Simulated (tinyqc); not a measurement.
Inside a calculation. Model: hydrogen passivation of interface dangling bonds: competing passivation and dissociation with distributed barriers. Computed by tinyqc, a small Python program that keeps every step. Command: `OMP_NUM_THREADS=1 python tinyqc.py 3029024 3029025 out.jsonl passiv walk`. One thread of a shared host (Intel(R) Xeon(R) Processor @ 2.30GHz), about 0.02 s of CPU time with the checks. Intermediate numbers are printed to about 5 digits and carried at full precision; extremes and crossings named in words are read from the listed rows.

P_b + H2 gives P_bH + H at the rate k_f [H2]; P_bH gives P_b + H at the rate k_d. All defects start unpassivated. E_f and E_d are Gaussian and independent.

Inputs (values chosen for the exercise, close to those used for P_b centres at the silicon-oxide interface):
```
quantity                                      value          unit
defect density N0                           1.2e+12        1/cm^2
passivation prefactor k_f0                  4.8e-08        cm^3/s
mean passivation barrier E_f                   1.54            eV
spread sigma_f                                 0.11            eV
dissociation prefactor k_d0                 2.2e+13           1/s
mean dissociation barrier E_d                  2.68            eV
spread sigma_d                                0.057            eV
H2 in the oxide per atm, solubility factor  1.2e+18  1/(cm^3 atm)
hydrogen pressure p                              10           atm
anneal temperature T                            625             C
anneal time t                                   660             s
oxide thickness                                 4.2            nm
```

Constants: k_B = 8.617333262e-05 eV/K; e = 1.602176634e-19 C; eps_0 = 8.8541878128e-12 F/m.

## Single barriers

[H2] = solubility factor x p; a = k_f0 [H2] exp(-E_f/(k_B T)), d = k_d0 exp(-E_d/(k_B T)). For one pair of barriers the active share is y = [d + a exp(-(a + d) t)]/(a + d). Temperatures in kelvin are T(C) + 273.15.

passivation rate a = 1315.3 1/s

dissociation rate d = 0.020145 1/s

a t = 8.6813e+05

steady active share d/(a + d) = 1.5315e-05

active share, single barriers = 1.5315e-05

Passivation has run its course, and the balance with dissociation sets the remainder. Caution: single-barrier shares below about 1e-3 are formal; measured passivation levels off well above them.

## Distributed barriers

Average y over both Gaussians with 40 x 40 Gauss-Hermite points. Active density N0 y; threshold shift if each active defect holds one charge, e N0 y t_ox/(3.9 eps_0).

active share y = 5.5110e-05

active density = 6.6132e+07 1/cm^2

threshold shift = 0.012887 mV

The spread changes the remainder by a factor 3.60: sigma_f/(k_B T) = 1.42 and sigma_d/(k_B T) = 0.74. Caution: densities below a few 1e9 per cm^2 are formal: other defects set the floor in real interfaces.

## Best anneal temperature for this time and pressure

Minimise the averaged y over T between 150 and 900 C: find where ln y is equal at T - 0.05 and T + 0.05 C; T is rounded to 0.1 C.

best temperature = 455.7 C

least active share = 4.0671e-06

Caution: a least active share below 1e-3 is a property of the model; measured passivation levels off well above it. Caution: atomic hydrogen, which both passivates and depassivates, and further passivation during cooling are left out.

## Isochronal anneals

The formulas are those given above.

Active share after the time t:
```
T (C)     a (1/s)     d (1/s)  single barriers  distributed
200    2.2753e-05  6.2558e-16       9.8510e-01   8.8726e-01
250    8.4100e-04  3.3464e-13       5.7404e-01   5.0842e-01
300    1.6558e-02  5.9821e-11       1.7945e-05   1.2106e-01
350    2.0209e-01  4.6526e-09       2.3023e-08   9.1404e-03
400    1.7008e+00  1.8952e-07       1.1142e-07   1.9639e-04
450    1.0662e+01  4.6234e-06       4.3362e-07   4.2484e-06
500    5.2715e+01  7.4618e-05       1.4155e-06   7.9754e-06
600    7.4408e+02  7.4747e-03       1.0046e-05   3.8945e-05
700    6.0957e+03  2.9051e-01       4.7656e-05   1.4176e-04
800    3.3744e+04  5.7079e+00       1.6912e-04   4.1394e-04
```

The distributed share is least at 450 C among these rows, 4.2e-6, and the search puts the optimum at 455.7 C. On the cold side defects with high E_f survive; on the hot side dissociation, with the larger barrier, gains on passivation with an energy E_d - E_f = 1.14 eV. In that row single barriers give 4.3e-7, so the spread raises the floor. Caution: shares below about 1e-3 in these rows are formal; measured passivation levels off well above them.

Checks made by the program: Gauss-Hermite average against a fine uniform grid (relative difference below 1e-10).
